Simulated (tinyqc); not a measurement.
Four-band model of biased bilayer graphene near K: one step. The Mexican hat (g3 = g4 = 0). Four cases, with inputs chosen for the exercise.

Task: At K the levels are -/+ U/2 and -/+ sqrt(g1^2 + U^2/4). The smallest gap, U g1/sqrt(U^2 + g1^2), lies on a ring of radius kg = (U/2 v0) sqrt((2 g1^2 + U^2)/(g1^2 + U^2)), v0 = (sqrt3/2) a g0; the height of the hat is U/2 less half that gap.

Basis A1, B1, A2, B2, with B1 below A2; p = kx + i ky, v_j = (sqrt3/2) a g_j. Diagonal -U/2, -U/2, U/2, U/2; <A1|B1> = <A2|B2> = v0 p*, <B1|A2> = g1, <A1|B2> = v3 p, <A1|A2> = <B1|B2> = -v4 p*.

Case 1.

Values chosen (near those used for Bernal bilayer graphene; shifted at random, so the results belong to these values and not to a real crystal): a = 2.46 angstrom (lattice constant); g0 = 3.02 eV (hopping in a layer); g1 = 0.319 eV (hopping of the dimer sites); U = 0.1 eV (potential difference of the layers).

Case 2.

Values chosen (near those used for Bernal bilayer graphene; shifted at random, so the results belong to these values and not to a real crystal): a = 2.46 angstrom (lattice constant); g0 = 2.7 eV (hopping in a layer); g1 = 0.392 eV (hopping of the dimer sites); U = 0.42 eV (potential difference of the layers).

Case 3.

Values chosen (near those used for Bernal bilayer graphene; shifted at random, so the results belong to these values and not to a real crystal): a = 2.46 angstrom (lattice constant); g0 = 2.73 eV (hopping in a layer); g1 = 0.347 eV (hopping of the dimer sites); U = 0.38 eV (potential difference of the layers).

Case 4.

Values chosen (near those used for Bernal bilayer graphene; shifted at random, so the results belong to these values and not to a real crystal): a = 2.46 angstrom (lattice constant); g0 = 3.1 eV (hopping in a layer); g1 = 0.36 eV (hopping of the dimer sites); U = 0.27 eV (potential difference of the layers).

Give: gap; kg; height of the hat.

Result:

Case 1.

gap = 0.0954 eV
kg = 0.01074 1/angstrom
height of the hat = 2.29 meV

Case 2.

gap = 0.2866 eV
kg = 0.04420 1/angstrom
height of the hat = 66.71 meV

Case 3.

gap = 0.2562 eV
kg = 0.03940 1/angstrom
height of the hat = 61.88 meV

Case 4.

gap = 0.2160 eV
kg = 0.02618 1/angstrom
height of the hat = 27.00 meV

Computed by tinyqc, one run a case: `OMP_NUM_THREADS=1 python tinyqc.py N N+1 out.jsonl` with N = 1480491, 1480633, 1480720, 1480968; one thread of a shared Intel(R) Xeon(R) Processor @ 2.30GHz, about 0.09 s a run at most.
